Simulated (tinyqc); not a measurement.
Rutherford backscattering from a thin compound film on silicon: kinematics, yields, composition and thickness: one step, computed by the program tinyqc. Command: `OMP_NUM_THREADS=1 python tinyqc.py 3003307 3003308 out.jsonl rbs walk`. One thread of a shared host (Intel(R) Xeon(R) Processor @ 2.30GHz), about 0.01 s of CPU time with the checks.

Singly charged helium ions (Z1 = 2, M1 = 4.0026 u) enter at the tilt angle a1 to the normal and leave at a2 = |180 - theta - tilt| in the same plane. The film is A B_x.

Problem. Peak widths (surface approximation). Stopping per atom eps(E) = eps(2 MeV) (E/2 MeV)^(-0.4) (a law chosen for the exercise); Bragg rule eps_film = (eps_A + x eps_B)/(1 + x); areal density N d, with 1/nm^2 = 0.1 x 1e15/cm^2. Width of the signal of element i: [K_i eps(E0)/cos a1 + eps(K_i E0)/cos a2] N d; depth resolution = resolution x d/width of A; energy lost on the way in = eps(E0) N d/cos a1.

Inputs (values chosen for the exercise, modelled on a helium beam on SiGe):
```
quantity,value,unit
beam energy E0,1.6,MeV
scattering angle theta,165,degrees
tilt of the sample,7,degrees
heavy element: stopping eps_A at 2 MeV,73.8,1e-15 eV cm^2
light element: mass M_B,28.09,u
light element: stopping eps_B at 2 MeV,48.1,1e-15 eV cm^2
"atoms of B per atom of A, x",3.15,-
atomic density of the film,46.7,1/nm^3
film thickness d,72,nm
detector resolution (FWHM),17,keV
```

kinematic factors: A 0.8049337, B 0.5688382, Si 0.5688382

Give: areal density N d; film stopping at E0; widths; depth resolution; energy lost on the way in.

Solution.

areal density N d = 336.24 1e15 atoms/cm^2

film stopping at E0 = 59.36 1e-15 eV cm^2

widths (keV): A 38.17, B 36.70

depth resolution = 32.07 nm

energy lost on the way in = 20.11 keV

The signal of A spans 2.2 resolution widths, so its width measures the thickness. Caution: the silicon signal of the film merges with that of the substrate, so only the width of A can be read directly.
